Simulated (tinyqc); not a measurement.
# Worked calculation: read current of a NAND string, cells in series solved by shooting

tinyqc, about 0.7 s, one thread, Intel Xeon 2.30GHz (shared host): `OMP_NUM_THREADS=1 python tinyqc.py 2142273 2142274 out.jsonl` Printed values are rounded.

Cells in series, numbered from 0 at the source line (0 V) to the bit line, each followed by a gap resistance Rg. A cell with gate Vg, threshold VT, source Vs and drain Vd passes I = 2 nf K Vt^2 [F(Vs) - F(Vd)]/(1 + th max(Vg - VT, 0)), F(V) = ln^2(1 + exp((Vg - VT - nf V)/(2 nf Vt))). The selected cell has Vg = Vr, the others Vg = Vp.

Values chosen for this exercise; values of the order met in vertical NAND strings: temperature T = 358 K; gain factor of a cell K = 19 uA/V^2; slope factor nf = 1.5; mobility reduction factor th = 0.02 1/V; resistance of the gap between cells Rg = 4.5 kohm; bit-line voltage Vbl = 0.7 V; pass voltage Vp = 5.9 V; read voltage on the selected word line Vr = 2.64 V.

Constants: q = 1.602176634e-19 C, kB = 1.380649e-23 J/K, Vt = kB T/q. Results are converted to the units shown.

## Step 1: node voltages for a trial current

first trial current = 2.7 uA
thresholds from the source end, cell 0 to 4 (V): [4.1, -1.8, 1.1, 4.1, -1.8]

For a trial current I start at 0 V and, cell by cell (the selected one is cell 2), solve for the drain: sqrt(F(Vd)) = sqrt(F(Vs) - I/k), k = 2 nf K Vt^2/(1 + th max(Vg - VT, 0)), Vd = [Vg - VT - 2 nf Vt ln(exp(sqrt F) - 1)]/nf, then add I Rg.

node voltage after each cell and gap, trial 1, cell 0 to 4 (V): [0.0969347, 0.130839, 0.259588, 0.382644, 0.417863]

## Step 2: node voltages for a trial current

second trial current = 3.4 uA

As before.

node voltage after each cell and gap, trial 2, cell 0 to 4 (V): [0.123140, 0.165994, 0.338538, 0.511787, 0.556973]

## Course of the secant iteration

Secant steps on the end voltage less Vbl, from the two trials; a trial above the saturation current of a cell has no solution and is moved halfway to the previous trial. Stop below 1e-9 V.

Course of the iteration:
```
iteration   I (uA)  end voltage - Vbl (V)  halvings
1          4.11971                 0.0303         0
2          3.99405               -3.28e-3         0
3          4.00633               -7.65e-5         0
4          4.00663                1.93e-7         0
5          4.00662              -1.13e-11         0
```

Converged in 5 iterations to I = 4.0066 uA. The selected cell takes 28.3 % of the bit-line voltage and the gaps together 12.9 %.
